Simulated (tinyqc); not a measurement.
Worked calculation: hydrogenic impurity: series, fields, screening, photoionisation and donor-acceptor pairs. Computed by tinyqc, a small Python program that keeps every step. Command: `OMP_NUM_THREADS=1 python tinyqc.py 3011656 3011657 out.jsonl hydrogenic walk`. One thread of a shared host (Intel(R) Xeon(R) Processor @ 2.30GHz), about 0.01 s of CPU time with the checks. Intermediate numbers are printed to about 6 digits and carried at full precision; extremes and crossings named in words are read from the listed rows.

One isotropic, parabolic band. Effective units: Ry* and a*, in which H = -nabla^2 - 2/r.

Inputs (values chosen for the exercise, modelled on InP):

| quantity | value | unit |
|---|---|---|
| electron mass m | 0.0769 | m_0 |
| dielectric constant eps | 12.8 | - |
| donor density N | 2.1e+16 | cm^-3 |
| magnetic field B | 6.2 | T |

Parts treated: magnetic field and screening.

Constants: Ry = 13.605693123 eV; a_0 = 0.529177210903 angstrom; h x 1 THz = 4.135667696 meV; mu_B = 5.7883818060e-05 eV/T.

## Effective units and the series

Ry* = Ry m/eps^2, a* = a_0 eps/m; level n is bound by Ry*/n^2; <r> = (3/2) a* in 1s; lines 1s -> np at Ry* (1 - 1/n^2); 1 THz = 4.135667696 meV.

Ry* = 6.38597 meV

a* = 88.0815 angstrom

<r> of 1s = 132.122 angstrom

Series:

| n | binding (meV) | line from 1s (meV) | line (THz) |
|---|---|---|---|
| 2 | 1.59649 | 4.78948 | 1.15809 |
| 3 | 0.70955 | 5.67642 | 1.37255 |
| 4 | 0.39912 | 5.98685 | 1.44761 |
| 5 | 0.25544 | 6.13053 | 1.48236 |

## Overlap of donors

Wigner-Seitz radius r_s = (3/(4 pi N))^(1/3); Mott criterion N_c^(1/3) a* = 0.26; overlap of two 1s orbitals at distance d: S = exp(-x)(1 + x + x^2/3), x = d/a*, with d = N^(-1/3).

r_s = 224.852 angstrom

Mott density = 2.57197e+16 cm^-3

N over the Mott density = 0.816495

overlap S = 0.175651

The sample is on the insulating side, but close enough for an impurity band.

## Donor in a magnetic field

gamma = hbar omega_c/(2 Ry*) = mu_B B/(m Ry*). For m_z = 0, H = -nabla^2 - 2/r + gamma^2 rho^2/4, and the band edge moves to gamma Ry*. Basis: exp(-al rho^2 - be z^2), al_k = 0.02 x 2.4^k + gamma/4 x c with k = 0..11, be_k = 0.02 x 2.4^k and c = 0, 0.5, 1 (36 functions). With A = al_i + al_j, B = be_i + be_j (not the field) and the common factor pi^(3/2) dropped: S = 1/(A sqrt(B)), kinetic S (4 al_i al_j/A + 2 be_i be_j/B), <rho^2> = S/A, <1/r> = (2/sqrt(pi)) atanh(u)/(A u), u = sqrt(1 - B/A), which is (2/sqrt(pi))/A when A = B; overlap eigenvalues below 1e-11 are dropped. Binding = (gamma - E) Ry*; the spin term shifts level and edge alike.

gamma = 0.730795

hbar omega_c = 9.33367 meV

magnetic length a*/sqrt(gamma) = 103.036 angstrom

ground level = -5.09180 meV

binding energy in the field = 9.75864 meV

The field squeezes the orbit and raises the binding by a factor 1.528.

## Weak-field and exact binding

Perturbation theory: E = -1 + gamma^2/2 - (53/96) gamma^4 Ry*.

Ground level (Ry*):

| gamma | B (T) | basis | second order | fourth order | binding |
|---|---|---|---|---|---|
| 0.073 | 0.6193 | -0.997344 | -0.99734 | -0.9974 | 1.07034 |
| 0.180 | 1.5271 | -0.984306 | -0.98380 | -0.9844 | 1.16431 |
| 0.300 | 2.5452 | -0.958366 | -0.95500 | -0.9595 | 1.25837 |
| 0.370 | 3.1390 | -0.938590 | -0.93155 | -0.9419 | 1.30859 |
| 0.500 | 4.2420 | -0.894413 | -0.87500 | -0.9095 | 1.39441 |
| 0.700 | 5.9387 | -0.811440 | -0.75500 | -0.8876 | 1.51144 |
| 0.730 | 6.1933 | -0.797710 | -0.73355 | -0.8903 | 1.52771 |
| 1.000 | 8.4839 | -0.662328 | -0.50000 | -1.0521 | 1.66233 |
| 1.500 | 12.7259 | -0.370702 | 0.12500 | -2.6699 | 1.87070 |
| 2.900 | 24.6033 | 0.596647 | 3.20500 | -35.8428 | 2.30335 |

Second order stays within 1 % of the basis value up to gamma = 0.37 of those listed and fourth order up to 0.37; beyond, the truncated (asymptotic) series fails, while the binding keeps growing slowly, to 2.30 Ry* at gamma = 2.9.

## Binding under screening

Thomas-Fermi screening by N free electrons of one valley, taken as a degenerate gas (the hypothesis that all donors are ionised): q a* = sqrt(4 k_F a*/pi), k_F = (3 pi^2 N)^(1/3). Screened potential -(2/r) exp(-q r). Basis exp(-zeta r), zeta_k = 0.02 x 1.6^k, k = 0..23: S = 2/s^3, T = zeta_i zeta_j S, V = -2/(s + q)^2 with s = zeta_i + zeta_j; overlap eigenvalues below 1e-11 are dropped.

q a* = 0.978372

screened binding energy = 0.163455 meV

Screening leaves 2.6 % of the binding.

## From screening to the Mott criterion

First order: 1 - 2 q a*. One exponent: the maximum over zeta of 8 zeta^3/(2 zeta + q)^2 - zeta^2 (golden section on 0.01 to 1.2).

Binding (Ry*):

| N^(1/3) a* | N (cm^-3) | q a* | first order | one exponent | basis |
|---|---|---|---|---|---|
| 0.0049 | 1.72161e+11 | 0.138928 | 0.722144 | 0.748779 | 0.748822 |
| 0.0150 | 4.93878e+12 | 0.243073 | 0.513853 | 0.591155 | 0.591465 |
| 0.0360 | 6.82737e+13 | 0.376568 | 0.246864 | 0.421531 | 0.422850 |
| 0.0730 | 5.69265e+14 | 0.536233 | -0.072465 | 0.259989 | 0.263967 |
| 0.1200 | 2.52865e+15 | 0.687516 | -0.375031 | 0.143187 | 0.151429 |
| 0.1800 | 8.53421e+15 | 0.842031 | -0.684062 | 0.056457 | 0.070672 |
| 0.2400 | 2.02292e+16 | 0.972294 | -0.944588 | 0.007485 | 0.027110 |

The binding falls from 0.749 to 0.027 Ry*. First order, a constant shift of the potential, overshoots and turns negative from q a* = 0.5. One exponent loses the state at q a* = 1 (N^(1/3) a* = 0.254, the classic form of the Mott criterion); the full basis keeps it to 1.19. The dilute rows are formal, since there the electrons are bound or non-degenerate.

Checks made by the program: weak-field limit -1 + gamma^2/2 (relative difference 8e-06); the bound state at q = 0 (relative difference 8e-07).
